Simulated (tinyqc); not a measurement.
# From one set of inputs to another, one input at a time

Model: carrier lifetime from Shockley-Read-Hall, radiative, Auger and surface recombination. Computed by tinyqc, a small Python program. Command: `OMP_NUM_THREADS=1 python tinyqc.py 3018546 3018547 out.jsonl lifetime ladder`. One thread of a shared host (Intel(R) Xeon(R) Processor @ 2.30GHz), about 0.03 s of CPU time with the checks.

Energies are counted from the top of the valence band. Boltzmann statistics, full ionisation, and equal excess densities of electrons and holes.

The inputs printed are set A. Inputs not listed in the table keep their values of set A, so the rows need not describe a real material.

Inputs (values chosen for the exercise, with bands modelled on GaP):
```
quantity,value,unit
gap E_g,2.29,eV
electron mass m_e,0.494,m_0
valleys M_c,3,-
hole mass m_h,0.824,m_0
temperature T,250,K
doping N,1.1e+14,cm^-3
trap level E_t,1.07,eV
trap density N_t,2.9e+13,cm^-3
electron cross-section sigma_n,8.8e-16,cm^2
hole cross-section sigma_p,1.2e-17,cm^2
radiative coefficient B,6e-15,cm^3/s
Auger coefficient C_n,2.2e-31,cm^6/s
Auger coefficient C_p,3e-31,cm^6/s
excess density dn,1.5e+12,cm^-3
generation rate G,4.9e+18,cm^-3 s^-1
diffusion coefficient D,3.3,cm^2/s
surface velocity S,130,cm/s
thickness W,33,micrometre
```

Doping: p-type. Surface term: two equal surfaces.

Constants: m_0 = 9.1093837015e-31 kg; k_B = 1.380649e-23 J/K; h = 6.62607015e-34 J s; k_B = 8.617333262e-05 eV/K.

Method:
- N_c = 2 M_c (2 pi m_e k_B T/h^2)^(3/2) and N_v = 2 (2 pi m_h k_B T/h^2)^(3/2), masses in units of m_0.
- n_i = sqrt(N_c N_v) exp(-E_g/2 k_B T); majority density N/2 + sqrt(N^2/4 + n_i^2), minority density n_i^2 over it.
- v = sqrt(3 k_B T/m) with m_e or m_h; tau_n0 = 1/(sigma_n v_n N_t), tau_p0 = 1/(sigma_p v_p N_t); n1 = N_c exp(-(E_g - E_t)/k_B T), p1 = N_v exp(-E_t/k_B T).
- The slowest diffusion mode has x tan x = S W/(2 D) with 0 < x < pi/2 (bisection), and tau_s = W^2/(4 x^2 D). The common approximation is W/(2 S) + W^2/(pi^2 D).
- With n = n_0 + dn, p = p_0 + dn and U/dn = 1/tau: (n p - n_i^2)/dn = n_0 + p_0 + dn = s; 1/tau_SRH = s/[tau_p0 (n + n1) + tau_n0 (p + p1)]; 1/tau_rad = B s; 1/tau_Aug = (C_n n + C_p p) s; the rates add, with 1/tau_s.
- Radiative efficiency = tau_eff/tau_rad; effective diffusion length = sqrt(D tau_eff).
- dn solves dn/tau_eff(dn) = G (60 bisections in ln dn between 1e-2 and 1e22 cm^-3); the splitting of the quasi-Fermi levels is k_B T ln(n p/n_i^2).

Each row keeps all changes above it:
```
input moved,from,to,tau_SRH at dn (s),quasi-Fermi splitting under G (eV),steady excess density (cm^-3)
set A,-,-,5.875e-06,1.769,5.506e+13
hole cross-section sigma_p (cm^2),1.2e-17,3.8e-17,3.623e-06,1.761,4.098e+13
temperature T (K),250,300,3.307e-06,1.640,3.921e+13
Auger coefficient C_p (cm^6/s),3e-31,5.2e-31,3.307e-06,1.640,3.921e+13
generation rate G (cm^-3 s^-1),4.9e+18,1.4e+21,3.307e-06,1.914,1.535e+16
Auger coefficient C_n (cm^6/s),2.2e-31,1.5e-30,3.307e-06,1.914,1.530e+16
diffusion coefficient D (cm^2/s),3.3,47,3.307e-06,1.913,1.505e+16
doping N (cm^-3),1.1e+14,1.4e+14,3.106e-06,1.913,1.504e+16
```

tau_SRH at dn goes from 5.87e-6 to 3.11e-6, a factor 0.529 in all. The largest single move comes from hole cross-section sigma_p (a factor 0.617). quasi-Fermi splitting under G goes from 1.77 to 1.91, a factor 1.08 in all. The largest single move comes from generation rate G (a factor 1.17), and temperature T works against it (a factor 0.931). Steady excess density goes from 5.51e13 to 1.50e16, a factor 273 in all. The largest single move comes from generation rate G (a factor 392). The single moves hold for this order of the switches; the total does not depend on the order.

Caution (all rows): the trap density is not small against the doping, so trapped charge breaks the equality of the excess densities.

Extremes, crossings and ranges named in words are read from the listed rows.
